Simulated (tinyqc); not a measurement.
Inside a calculation. Method: RKS/B3LYP (VWN-RPA form) in the sto-3g basis, for H4, spin multiplicity 1. One step of it, computed by the program tinyqc.

Problem. Iteration 2: building the Kohn-Sham matrix. J_ij = sum D_kl (ij|kl), K_ij = sum D_kl (ik|jl); F = H + J - 0.1 K + V_xc; E = tr D H + tr D J / 2 - 0.05 tr D K + E_xc + E_nn.

D after iteration 1, lower triangle:
```
,1H 1s,2H 1s,3H 1s,4H 1s
1H 1s,0.774531
2H 1s,0.642234,0.621345
3H 1s,-0.093100,0.155585,0.621345
4H 1s,-0.386403,-0.093100,0.642234,0.774531
```

core Hamiltonian H = T + V (hartree), lower triangle:
```
,1H 1s,2H 1s,3H 1s,4H 1s
1H 1s,-1.314098
2H 1s,-0.801547,-1.578677
3H 1s,-0.133302,-0.700151,-1.578677
4H 1s,-0.015256,-0.133302,-0.801547,-1.314098
```

Two-electron integrals (ij|kl) in chemists' order, unique and non-zero (hartree):
```
i,j,k,l,(ij|kl)
1,1,1,1,0.774606
2,1,1,1,0.264325
2,1,2,1,0.119688
2,2,1,1,0.445800
2,2,2,1,0.264325
2,2,2,2,0.774606
3,1,1,1,0.027562
3,1,2,1,0.014125
3,1,2,2,0.036686
3,1,3,1,0.002043
3,2,1,1,0.111439
3,2,2,1,0.066658
3,2,2,2,0.208155
3,2,3,1,0.011714
3,2,3,2,0.078374
3,3,1,1,0.224416
3,3,2,1,0.129289
3,3,2,2,0.403609
3,3,3,1,0.027562
3,3,3,2,0.208155
3,3,3,3,0.774606
4,1,1,1,0.002080
4,1,2,1,0.001156
4,1,2,2,0.003288
4,1,3,1,0.000191
4,1,3,2,0.001211
4,1,3,3,0.003288
4,1,4,1,0.000020
4,2,1,1,0.015558
4,2,2,1,0.009004
4,2,2,2,0.027562
4,2,3,1,0.001687
4,2,3,2,0.011714
4,2,3,3,0.036686
4,2,4,1,0.000191
4,2,4,2,0.002043
4,3,1,1,0.080264
4,3,2,1,0.043933
4,3,2,2,0.129289
4,3,3,1,0.009004
4,3,3,2,0.066658
4,3,3,3,0.264325
4,3,4,1,0.001156
4,3,4,2,0.014125
4,3,4,3,0.119688
4,4,1,1,0.152985
4,4,2,1,0.080264
4,4,2,2,0.224416
4,4,3,1,0.015558
4,4,3,2,0.111439
4,4,3,3,0.445800
4,4,4,1,0.002080
4,4,4,2,0.027562
4,4,4,3,0.264325
4,4,4,4,0.774606
```

nuclear repulsion = 1.98405394 hartree

V_xc (hartree), lower triangle:
```
,1H 1s,2H 1s,3H 1s,4H 1s
1H 1s,-0.363656
2H 1s,-0.148363,-0.362691
3H 1s,-0.018965,-0.110922,-0.362691
4H 1s,-0.001793,-0.018965,-0.148363,-0.363656
```

E_xc = sum of w rho eps_xc = -1.11373378 hartree

Give: Coulomb J; exchange K; Kohn-Sham matrix F; total energy of this density.

Solution.

Coulomb J (hartree), lower triangle:
```
,1H 1s,2H 1s,3H 1s,4H 1s
1H 1s,1.6025
2H 1s,0.7372,1.8070
3H 1s,0.1058,0.6216,1.8070
4H 1s,0.0106,0.1058,0.7372,1.6025
```

exchange K (hartree), lower triangle:
```
,1H 1s,2H 1s,3H 1s,4H 1s
1H 1s,1.0128
2H 1s,0.7382,1.0191
3H 1s,0.1349,0.4444,1.0191
4H 1s,-0.0311,0.1349,0.7382,1.0128
```

Kohn-Sham matrix F (hartree), lower triangle:
```
,1H 1s,2H 1s,3H 1s,4H 1s
1H 1s,-0.1765
2H 1s,-0.2866,-0.2362
3H 1s,-0.0599,-0.2339,-0.2362
4H 1s,-0.0034,-0.0599,-0.2866,-0.1765
```

total energy of this density = -2.201046 hartree
